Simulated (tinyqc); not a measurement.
Chemical-mechanical planarisation: Preston law, pattern density and step-height reduction: one step, computed by the program tinyqc. Command: `OMP_NUM_THREADS=1 python tinyqc.py 3000594 3000595 out.jsonl cmp walk`. One thread of a shared host (Intel(R) Xeon(R) Processor @ 2.30GHz), about 0.01 s of CPU time with the checks.

A row of 8 cells, repeated periodically, holds raised features that cover a share rho of each cell.

Task: Effective density. The stiff pad averages the density: rho_eff(i) = sum_j w_ij rho_j / sum_j w_ij, w = exp(-2 d^2/L^2), L the planarisation length and d the distance between cell centres, summed over all periodic images of cell j.

Inputs (values chosen for the exercise, close to those used for copper polishing): cell size = 1.7 mm; planarisation length = 4.2 mm.

local pattern densities, cell by cell: [0.5, 0.3, 0.6, 0.6, 0.25, 0.7, 0.1, 0.3]

Give: normalised weights (images included) for cells 0, 1, 2, ... apart; effective densities.

Result:

normalised weights (images included) for cells 0, 1, 2, ... apart: [0.3230, 0.2327, 0.0871, 0.0170, 0.0034]

effective densities: [0.3850, 0.4396, 0.4859, 0.4899, 0.4561, 0.4056, 0.3477, 0.3401]

Local densities span 0.1 to 0.7, effective ones 0.340 to 0.490.
